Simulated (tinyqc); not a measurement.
Worked calculation: plane-wave Kohn-Sham cycle with exchange-only LDA in a layered model solid. Computed by tinyqc, a small Python program that keeps every step. Settings: points = 16, plane-wave index or count = 3, electrons = 2, k points = 4, area = 29.0, mixing = 0.1, iteration cap = 57. Command: `OMP_NUM_THREADS=1 python tinyqc.py 21205 21206 out.jsonl` (the two numbers bound the seeds that draw the settings). One thread of a shared host (Intel(R) Xeon(R) Processor @ 2.60GHz), about 0.04 s of CPU time with the checks. Later iterations appear only in the table of the cycle.

## Iteration 1: potential

A solid whose potential varies along x alone (atomic units):

| parameter | value |
|---|---|
| period a | 12.400000 |
| cross-section of the cell | 29.000000 |
| electrons per cell | 2 |
| grid points | 16 |
| plane waves -n..n, n | 3 |
| k points | 4 |
| V1 in V1 cos(2 pi x/a) | -0.480000 |
| V2 in V2 cos(4 pi x/a) | 0.070000 |

density at the start, on the grid x_j = j a/N (e/bohr^3): 0.00556174  0.00556174  0.00556174  0.00556174  0.00556174  0.00556174  0.00556174  0.00556174  0.00556174  0.00556174  0.00556174  0.00556174  0.00556174  0.00556174  0.00556174  0.00556174

V_H(G) = 4 pi rho(G)/G^2 for G != 0 (uniform background); v_x = -(3 rho/pi)^(1/3); V = V_ext + V_H + v_x; Fourier components f(G_m) = (1/N) sum_j f(x_j) exp(-i G_m x_j).

Potentials on the grid (hartree):

| x | V_ext | V_H | v_x | V |
|---|---|---|---|---|
| 0.000000 | -0.410000 | 0.000000 | -0.174473 | -0.584473 |
| 0.775000 | -0.393965 | 0.000000 | -0.174473 | -0.568437 |
| 1.550000 | -0.339411 | 0.000000 | -0.174473 | -0.513884 |
| 2.325000 | -0.233186 | 0.000000 | -0.174473 | -0.407658 |
| 3.100000 | -0.070000 | 0.000000 | -0.174473 | -0.244473 |
| 3.875000 | 0.134191 | 0.000000 | -0.174473 | -0.040282 |
| 4.650000 | 0.339411 | 0.000000 | -0.174473 | 0.164939 |
| 5.425000 | 0.492960 | 0.000000 | -0.174473 | 0.318487 |
| 6.200000 | 0.550000 | 0.000000 | -0.174473 | 0.375527 |
| 6.975000 | 0.492960 | 0.000000 | -0.174473 | 0.318487 |
| 7.750000 | 0.339411 | 0.000000 | -0.174473 | 0.164939 |
| 8.525000 | 0.134191 | 0.000000 | -0.174473 | -0.040282 |
| 9.300000 | -0.070000 | 0.000000 | -0.174473 | -0.244473 |
| 10.075000 | -0.233186 | 0.000000 | -0.174473 | -0.407658 |
| 10.850000 | -0.339411 | 0.000000 | -0.174473 | -0.513884 |
| 11.625000 | -0.393965 | 0.000000 | -0.174473 | -0.568437 |

V(G_m), m = 0, 1, 2, ... (hartree): -0.174473  -0.240000  0.035000  0.000000  0.000000  0.000000  0.000000

## Iteration 1: Hamiltonian at one k

k = 0.125000 2 pi / a

H(m,m') = (k + G_m)^2/2 delta + V(G_m - G_m'), with V(-G) = V(G).

H (hartree):
```
           -3         -2         -1         +0         +1         +2         +3
-3   0.886641  -0.240000   0.035000   0.000000   0.000000   0.000000   0.000000
-2  -0.240000   0.276852  -0.240000   0.035000   0.000000   0.000000   0.000000
-1   0.035000  -0.240000  -0.076184  -0.240000   0.035000   0.000000   0.000000
+0   0.000000   0.035000  -0.240000  -0.172467  -0.240000   0.035000   0.000000
+1   0.000000   0.000000   0.035000  -0.240000  -0.011996  -0.240000   0.035000
+2   0.000000   0.000000   0.000000   0.035000  -0.240000   0.405229  -0.240000
+3   0.000000   0.000000   0.000000   0.000000   0.035000  -0.240000   1.079207
```

## Iteration 1: levels at that k

Diagonalise the Hermitian matrix.

eigenvalues (hartree): -0.458462  -0.194405  0.066053  0.341781  0.481475  0.983801  1.167038

## Iteration 1: new density

Motion across x is left out: the lowest 1 band(s) hold two electrons at each of the k points (j + 1/2)/nk - 1/2. Residual R = rho(out) - rho(in); rho(new) = rho(in) + 0.1 R. rho(out) = 2/(a A nk) sum |psi|^2 with psi = sum c exp(i G x). Harris energy E = band energy - dV sum rho (V_H/2 + v_x) + (3/4) dV sum rho v_x with rho(in), dV = a A/N, band energy = (2/nk) sum of the filled levels.

rho(out) (e/bohr^3): 0.01986599  0.01702337  0.01067283  0.00484717  0.00157563  0.00036654  0.00006402  0.00000987  0.00000293  0.00000987  0.00006402  0.00036654  0.00157563  0.00484717  0.01067283  0.01702337

density after iteration 1 (e/bohr^3): 0.00699216  0.00670790  0.00607284  0.00549028  0.00516312  0.00504222  0.00501196  0.00500655  0.00500586  0.00500655  0.00501196  0.00504222  0.00516312  0.00549028  0.00607284  0.00670790

energy per cell = -0.82961922 hartree

## Iteration 2: potential

As before.

Potentials on the grid (hartree):

| x | V_ext | V_H | v_x | V |
|---|---|---|---|---|
| 0.000000 | -0.410000 | 0.048490 | -0.188305 | -0.549815 |
| 0.775000 | -0.393965 | 0.043279 | -0.185717 | -0.536403 |
| 1.550000 | -0.339411 | 0.029644 | -0.179661 | -0.489429 |
| 2.325000 | -0.233186 | 0.012110 | -0.173722 | -0.394798 |
| 3.100000 | -0.070000 | -0.005054 | -0.170201 | -0.245255 |
| 3.875000 | 0.134191 | -0.019341 | -0.168862 | -0.054012 |
| 4.650000 | 0.339411 | -0.029762 | -0.168523 | 0.141126 |
| 5.425000 | 0.492960 | -0.036047 | -0.168463 | 0.288450 |
| 6.200000 | 0.550000 | -0.038145 | -0.168455 | 0.343401 |
| 6.975000 | 0.492960 | -0.036047 | -0.168463 | 0.288450 |
| 7.750000 | 0.339411 | -0.029762 | -0.168523 | 0.141126 |
| 8.525000 | 0.134191 | -0.019341 | -0.168862 | -0.054012 |
| 9.300000 | -0.070000 | -0.005054 | -0.170201 | -0.245255 |
| 10.075000 | -0.233186 | 0.012110 | -0.173722 | -0.394798 |
| 10.850000 | -0.339411 | 0.029644 | -0.179661 | -0.489429 |
| 11.625000 | -0.393965 | 0.043279 | -0.185717 | -0.536403 |

V(G_m), m = 0, 1, 2, ... (hartree): -0.174191  -0.223119  0.035509  -0.000194  -0.000020  0.000009  0.000003

## Iteration 2: Hamiltonian at one k

k = 0.125000 2 pi / a

As before.

H (hartree):
```
           -3         -2         -1         +0         +1         +2         +3
-3   0.886923  -0.223119   0.035509  -0.000194  -0.000020   0.000009   0.000003
-2  -0.223119   0.277133  -0.223119   0.035509  -0.000194  -0.000020   0.000009
-1   0.035509  -0.223119  -0.075903  -0.223119   0.035509  -0.000194  -0.000020
+0  -0.000194   0.035509  -0.223119  -0.172185  -0.223119   0.035509  -0.000194
+1  -0.000020  -0.000194   0.035509  -0.223119  -0.011714  -0.223119   0.035509
+2   0.000009  -0.000020  -0.000194   0.035509  -0.223119   0.405510  -0.223119
+3   0.000003   0.000009  -0.000020  -0.000194   0.035509  -0.223119   1.079488
```

## Iteration 2: levels at that k

As before.

eigenvalues (hartree): -0.431575  -0.180713  0.067053  0.336178  0.470381  0.971800  1.156128

## Iteration 2: new density

As before.

rho(out) (e/bohr^3): 0.01932334  0.01670550  0.01075156  0.00509411  0.00175081  0.00043401  0.00008074  0.00001331  0.00000432  0.00001331  0.00008074  0.00043401  0.00175081  0.00509411  0.01075156  0.01670550

density after iteration 2 (e/bohr^3): 0.00822528  0.00770766  0.00654072  0.00545066  0.00482189  0.00458140  0.00451884  0.00450722  0.00450570  0.00450722  0.00451884  0.00458140  0.00482189  0.00545066  0.00654072  0.00770766

energy per cell = -0.77906950 hartree

## Convergence

Stop when sqrt(dV sum R^2) is below 1e-8, dV = a A/N.

Course of the cycle:

| iteration | E (hartree) | norm of the residual |
|---|---|---|
| 1 | -0.82961922 | 1.31e-01 |
| 2 | -0.77906950 | 1.15e-01 |
| 3 | -0.73884034 | 1.00e-01 |
| 4 | -0.70728633 | 8.75e-02 |
| 5 | -0.68280822 | 7.61e-02 |
| 6 | -0.66399519 | 6.60e-02 |
| 7 | -0.64965608 | 5.72e-02 |
| 8 | -0.63881078 | 4.94e-02 |
| 9 | -0.63066733 | 4.27e-02 |
| 10 | -0.62459483 | 3.69e-02 |
| 11 | -0.62009682 | 3.20e-02 |
| ... | ... | ... |
| 47 | -0.60854738 | 7.69e-04 |
| 48 | -0.60854836 | 6.97e-04 |
| 49 | -0.60854917 | 6.32e-04 |
| 50 | -0.60854985 | 5.73e-04 |
| 51 | -0.60855041 | 5.19e-04 |
| 52 | -0.60855088 | 4.71e-04 |
| 53 | -0.60855127 | 4.26e-04 |
| 54 | -0.60855159 | 3.86e-04 |
| 55 | -0.60855186 | 3.50e-04 |
| 56 | -0.60855208 | 3.16e-04 |
| 57 | -0.60855227 | 2.86e-04 |

Not converged within 57 iterations: the residual falls steadily but slowly, by a factor of about 0.91 a step. Reruns (cap 100 unless said): mixing 0.5, Kerker q0 1.0: not converged; mixing 0.3, Pulay depth 5: converged in 10 (E = -0.60855); the original settings with a cap of 400: converged in 159 (E = -0.60855).
